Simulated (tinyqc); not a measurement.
Non-parabolicity of the conduction band: eight-band Kane k.p model.

Eight-band Kane model, basis S, X, Y, Z times spin, zero of energy at the top of the unstrained valence band, c = hbar^2/2m0. Within each spin: H_SS = Eg + A c k^2, H_SX = i P kx (likewise Y, Z), H_XX = -Dso/3 + L kx^2 + M (ky^2 + kz^2), H_XY = N kx ky, and cyclic. Spin-orbit term (Dso/3) L.sigma on X, Y, Z with (L_k)_ij = -i epsilon_kij: <X+|H|Y+> = -i Dso/3, <X+|H|Z-> = Dso/3, <Y+|H|Z-> = -i Dso/3, <Z+|H|X-> = -Dso/3, <Z+|H|Y-> = i Dso/3, <X-|H|Y-> = i Dso/3, and their conjugates; + and - are the spin along z. Terms from inversion asymmetry are left out, so every level is twofold.

P = sqrt(Ep c); A = 1/me - Ep (Eg + 2 Dso/3)/(Eg (Eg + Dso)) keeps the electron mass; g1' = g1 - Ep/(3 Eg), g2' = g2 - Ep/(6 Eg), g3' = g3 - Ep/(6 Eg) remove the coupling to S that the Luttinger values already hold; L = -c (g1' + 4 g2'), M = -c (g1' - 2 g2'), N = -6 c g3'.

Constants: hbar^2/2m0 = 3.80998211 eV angstrom^2.

Parameters, chosen for this exercise (near those of GaSb; the results hold for these values, not for the real material):
- Eg = 0.813 eV (gap at Gamma to the s-like level)
- Dso = 0.762 eV (spin-orbit splitting)
- Ep = 27.1 eV (Kane energy)
- me = 0.0392 m0 (electron mass at Gamma)
- g1 = 13.37 (Luttinger gamma1)
- g2 = 4.69 (gamma2)
- g3 = 6.01 (gamma3)
- kmax = 0.04 1/angstrom (end of the path)

Unstrained, along [100], six points up to kmax. Parabolic: E = c k^2/me. Two-band form: E (1 + alpha E) = c k^2/me with alpha = (1 - me)^2/Eg. The column alpha(k) solves that form for alpha with the eight-band energy. Energies from the conduction edge.

Energies:

| \|k\| (1/angstrom) | parabolic (eV) | two-band (eV) | eight-band (eV) | alpha(k) (1/eV) | parabolic / eight-band |
|---|---|---|---|---|---|
| 0.0067 | 0.0043 | 0.0043 | 0.0043 | 1.174 | 1.005 |
| 0.0133 | 0.0173 | 0.0170 | 0.0169 | 1.174 | 1.020 |
| 0.0200 | 0.0389 | 0.0373 | 0.0372 | 1.174 | 1.044 |
| 0.0267 | 0.0691 | 0.0644 | 0.0643 | 1.173 | 1.075 |
| 0.0333 | 0.1080 | 0.0973 | 0.0970 | 1.173 | 1.114 |
| 0.0400 | 0.1555 | 0.1349 | 0.1343 | 1.173 | 1.158 |

alpha = 1.135 1/eV

At the last point the parabola lies a factor 1.16 above the eight-band value, and the two-band form 0.5 meV above it. The parabola stays within 5 % up to |k| = 0.0200 1/angstrom of the points listed. alpha(k) goes from 1.174 to 1.173 1/eV, a spread of 0.1 % over this range; the simple rule gives 1.135, 3 % below the first value, as it knows neither Dso nor the remote terms.

Program tinyqc; command `OMP_NUM_THREADS=1 python tinyqc.py 1050618 1050619 out.jsonl`; about 0.01 s on one thread of a shared Intel(R) Xeon(R) Processor @ 2.30GHz.
